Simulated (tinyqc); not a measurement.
Worked calculation: nanosheet or nanowire with hard walls, valleys of the Ge type. Values are carried at full precision from step to step, so a last printed digit may differ when a step is redone from the rounded ones.

Four ellipsoidal valleys along <111>: inverse mass tensor w = 1/mt + (1/ml - 1/mt) a a^T with a the unit axis. Device axes: x along the channel, z = [001], y = z x x. The Gamma and Delta valleys are left out; the heavy Delta valleys, about 0.18 eV up, lie lowest once the L levels pass about 0.2 eV.

Constants: hbar^2/2m0 = 3.80998211 eV angstrom^2; hbar = 6.58211957e-16 eV s; e^2/h = 3.874045865e-05 S; kB = 8.617333262e-05 eV/K.

Parameters, chosen for this exercise (near those of Ge; shifted at random, so the results belong to these values and not to a real crystal):

| symbol | value | unit | meaning |
|---|---|---|---|
| ml | 1.603 | m0 | longitudinal mass |
| mt | 0.082 | m0 | transverse mass |
| channel | 110 |  | transport direction x on a (001) wafer |
| W | 45 | angstrom | width, along y |
| H | 72 | angstrom | height, along z = [001] |
| dE | 0.104 | eV | EF above the lowest subband edge |
| T | 77 | K | temperature |
| g_all | 4 |  | number of valleys |

## Valley masses for a [110] channel

Rotate w into the device axes and group equal valleys (|w_yz| counts); order by w_zz, then w_yy. 1/m_x = w_xx - w_xc w_c^-1 w_cx with c the block (y, z).

Valleys:

| group | valleys g | w_yy | w_zz | \|w_yz\| | m_x (m0) |
|---|---|---|---|---|---|
| A | 2 | 4.4809 | 8.3380 | 5.4548 | 0.0820 |
| B | 2 | 12.1951 | 8.3380 | 0.0000 | 1.0960 |

The lightest transport mass, 0.082 m0, belongs to group A.

## One-dimensional subbands

Hard walls around a W x H rectangle. The block w_c of w in (y, z) confines; the transport mass follows from 1/m_x = w_xx - w_xc w_c^-1 w_cx. The cross-section problem c (w_yy ky^2 + 2 w_yz ky kz + w_zz kz^2), c = hbar^2/2m0, is solved in products sin(n pi y/W) sin(l pi z/H), n, l = 1 to 12; if w_yz = 0 the levels are c pi^2 (w_yy n^2/W^2 + w_zz l^2/H^2). The w_yz term couples (n, l) to (n', l') by -2 c w_yz D_nn'(W) D_ll'(H) with D_nm(L) = 4 n m/(L (n^2 - m^2)) for n + m odd and 0 otherwise.

The ten lowest levels of all groups together, numbered within each group.

Subbands:

| label | valleys g | m_x (m0) | E (eV) |
|---|---|---|---|
| A1 | 2 | 0.0820 | 0.1117 |
| A2 | 2 | 0.0820 | 0.1765 |
| A3 | 2 | 0.0820 | 0.2457 |
| B1 | 2 | 1.0960 | 0.2869 |
| A4 | 2 | 0.0820 | 0.3191 |
| A5 | 2 | 0.0820 | 0.3829 |
| A6 | 2 | 0.0820 | 0.4028 |
| B2 | 2 | 1.0960 | 0.4684 |
| A7 | 2 | 0.0820 | 0.4931 |
| A8 | 2 | 0.0820 | 0.5054 |

The lowest subband is A1; the number of further ones in the list within kB T = 6.6 meV of it at 77 K is 0.

## Modes, density and velocity at zero temperature

With EF = E_lowest + dE, each subband below EF has k_F = sqrt(m_x (EF - E)/c), carries n = 2 g k_F/pi electrons per length (spin included), moves at v = 2 c k_F/(hbar m_x) and adds 2 g e^2/h to the ballistic conductance; c = hbar^2/2m0, 1 angstrom/s = 1e-8 cm/s.

Occupied subbands:

| label | k_F (1/angstrom) | n (1/nm) | v (1e7 cm/s) |
|---|---|---|---|
| A1 | 0.0473 | 0.602 | 6.68 |
| A2 | 0.0290 | 0.370 | 4.10 |

total n = 0.972 1/nm
ballistic conductance = 309.9 microsiemens

EF lies below the last listed level, so the count is complete for these valleys (other families, and non-parabolicity above about 0.2 eV, are left out): 2 subbands with 4 valley modes. The Fermi velocity, averaged with the densities as weights, is 5.70 x 1e7 cm/s; the mean over all filled states moving one way is half of it.

## Threshold shift from confinement

Without degeneracy the line density is N1 exp((EF - Ec)/kB T) with N1 = sum 2 g sqrt(m_x kB T/(4 pi c)) exp(-E/kB T), here over n, l up to 80 where w_yz = 0 and over all levels of a 12 x 12 sine basis otherwise; the classical value is W H Nc with Nc = 2 g_all (m_dos kB T/(4 pi c))^(3/2), m_dos = (ml mt^2)^(1/3); dVt = kB T ln(W H Nc/N1).

Form N1, W H Nc and dVt.

N1 = 6.604e-09 1/nm
W H Nc = 0.04390 1/nm
dVt = 104.2 mV

## Checks

- Lowest level of group A on a 40 x 40 difference grid against the sine basis, eV: both 0.112.

Run: tinyqc, `OMP_NUM_THREADS=1 python tinyqc.py 1252736 1252737 out.jsonl`; Intel(R) Xeon(R) Processor @ 2.30GHz, one thread, shared host; about 0.1 s of CPU time with all checks.
